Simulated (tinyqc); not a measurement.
Changing the hardness d/rho: rigid-ion and shell models of the dielectric response of an ionic crystal. Computed by tinyqc, a small Python program. Command: `OMP_NUM_THREADS=1 python tinyqc.py 3016897 3016898 out.jsonl shell sweep`. One thread of a shared host (Intel(R) Xeon(R) Processor @ 2.30GHz), about 0.01 s of CPU time with the checks.

Charges +Z and -Z; 6 nearest neighbours, Madelung constant M = 1.747565, volume per ion pair Omega = 2.000000 d^3. Energy per pair U = -M Z^2 e2/d + 6 A exp(-d/rho), e2 = e^2/(4 pi eps_0). In the shell model the anion is a core of charge Y - Z and a massless shell of charge -Y, joined by the spring k; the repulsion acts on the shell. Each ion feels the Lorentz field E + (4 pi/3) P (Gaussian units).

Inputs (values chosen for the exercise, for a model crystal):
```
quantity                       value           unit
nearest-neighbour distance d    2.27       angstrom
ionic charge Z                     2              e
cation mass                     95.3              u
anion mass                     35.45              u
shell charge size Y             2.84              e
core-shell spring k              104  eV/angstrom^2
cation polarisability alpha_+   0.56     angstrom^3
```

Structure: rock salt.

Constants: e^2/(4 pi eps_0) = 14.39964548 eV angstrom; 1 eV/angstrom^3 = 160.2176634 GPa; nu for 1 eV/(angstrom^2 u) = 15.6333042 THz; 1 THz = 33.35640952 1/cm.

Method:
- Zero pressure fixes 6 A exp(-d/rho) = M Z^2 e2 rho/d^2. Then U = -(M Z^2 e2/d)(1 - rho/d), B = M Z^2 e2 (d/rho - 2)/(9 Omega d), and the spring of one sublattice against the other is R = (1/3) x (Laplacian of the repulsion summed over neighbours) = M Z^2 e2 (d/rho - 2)/(3 d^3), so R = 3 B Omega/d^2.
- Eliminating the shell gives the anion polarisability alpha_- = Y^2 e2/(k + R), the Szigeti charge Z_S = Z - Y R/(k + R) and the softened spring R' = k R/(k + R). With b = 4 pi (alpha_+ + alpha_-)/(3 Omega): eps_inf = (1 + 2b)/(1 - b) (Clausius-Mossotti); Born charge Z* = Z_S (eps_inf + 2)/3.
- mu lambda_TO = R' - (4 pi e2/(3 Omega)) Z_S^2/(1 - b); mu lambda_LO = mu lambda_TO + 4 pi e2 Z*^2/(eps_inf Omega); eps_s = eps_inf lambda_LO/lambda_TO.
- lambda in eV/(angstrom^2 u) gives the wavenumber 15.6333042 x 33.35640952 x sqrt(lambda); mu is the reduced mass.

One run for each value; columns: (1) hardness d/rho; (2) eps_s; (3) omega_TO (1/cm); (4) share of R' left after the dipole term; (5) bulk modulus B (GPa); (6) eps_inf; (7) omega_LO (1/cm):
```
(1)      (2)    (3)     (4)    (5)    (6)    (7)
6.29   65.95   84.2  0.0612  144.8  2.161  465.2
7.19   13.83  189.3  0.2614  175.1  2.139  481.4
8.09    8.28  251.1  0.4006  205.5  2.118  496.5
8.99    6.15  298.2  0.5025  235.9  2.098  510.7
9.89    5.03  336.8  0.5799  266.2  2.079  524.1
10.80   4.33  370.2  0.6411  296.9  2.060  536.9
11.70   3.86  399.1  0.6895  327.3  2.043  548.9
12.60   3.52  424.8  0.7289  357.7  2.027  560.2
13.50   3.27  448.0  0.7616  388.0  2.011  571.0
14.40   3.07  469.1  0.7889  418.4  1.996  581.3
```

Over the rows, eps_s falls from 65.9 to 3.07 (exponent d ln y / d ln x -12 between the first rows and -0.99 between the last); omega_TO (1/cm) rises from 84.2 to 469 (exponent d ln y / d ln x 6.1 between the first rows and 0.71 between the last); share of R' left after the dipole term rises from 0.0612 to 0.789 (exponent d ln y / d ln x 11 between the first rows and 0.55 between the last). Softer repulsion leaves less spring against the dipole field: omega_TO drops and eps_s climbs towards a ferroelectric instability.
